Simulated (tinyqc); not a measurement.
Changing the facet energy of shape 2 over gamma: strain-driven roughening and islands of a mismatched epitaxial film. Computed by tinyqc, a small Python program. Command: `OMP_NUM_THREADS=1 python tinyqc.py 3016115 3016116 out.jsonl island sweep`. One thread of a shared host (Intel(R) Xeon(R) Processor @ 2.30GHz), about 0.01 s of CPU time with the checks.

Film and substrate share isotropic elastic constants; the film is coherent and biaxially strained.

Inputs (values chosen for the exercise, modelled on GaN on AlN):
```
quantity                                     value     unit
misfit |f|                                  0.0242        -
shear modulus G                                117      GPa
Poisson ratio nu                               0.2        -
surface energy gamma                          1.72    J/m^2
contact angle of the shallow shape theta_1    10.1  degrees
contact angle of the steep shape theta_2      22.8  degrees
facet energy of shape 1 over gamma           1.006        -
island volume V                                210     nm^3
```

Constants: e = 1.602176634e-19 C.

Method:
- M = 2 G (1 + nu)/(1 - nu); stress = M f; energy density w = M f^2.
- Shallow faceted island (Tersoff form): E = 4 Gam V^(2/3) tan^(1/3)(theta) - 6 c V tan(theta), Gam = gamma [x/sin(theta) - 1/tan(theta)], x the facet energy over gamma, c = stress^2 (1 - nu)/(2 pi G).
- The barrier is the maximum of E, at V_c = [4 Gam/(9 c)]^3 / tan^2(theta) (1 GPa nm = 1 J/m^2).
- The two energies cross at V_x^(1/3) = 4 [Gam_2 t2^(1/3) - Gam_1 t1^(1/3)]/(6 c (t2 - t1)), t = tan(theta); mu = dE/dV.

One run for each value:
```
facet energy of shape 2 over gamma  Gam of shape 2 (J/m^2)  barrier, shape 2 (eV)  crossing volume V_x (nm^3)
0.960                                               0.1693                   3.08                  2.3489e-02
0.987                                               0.2891                  15.33                  4.0461e+01
1.010                                               0.3912                  37.97                  2.2849e+02
1.040                                               0.5244                  91.45                  8.8744e+02
1.070                                               0.6575                 180.31                  2.2512e+03
1.100                                               0.7907                 313.53                  4.5762e+03
1.120                                               0.8794                 431.44                  6.7869e+03
1.150                                               1.0126                 658.58                  1.1284e+04
```

Over the rows, Gam of shape 2 (J/m^2) rises from 0.169 to 1.01 (exponent d ln y / d ln x 19 between the first rows and 5.3 between the last); barrier, shape 2 (eV) rises from 3.08 to 659 (exponent d ln y / d ln x 58 between the first rows and 16 between the last); crossing volume V_x (nm^3) rises from 0.0235 to 11300 (exponent d ln y / d ln x 270 between the first rows and 19 between the last).

Caution (rows 0.960): a critical island of a few cubic nanometres holds a few hundred atoms at most, and edge energies, left out here, matter. Caution (rows 0.960): a crossing volume under 5 nm^3 is too small for these continuum energies.

Extremes, crossings and ranges named in words are read from the listed rows.
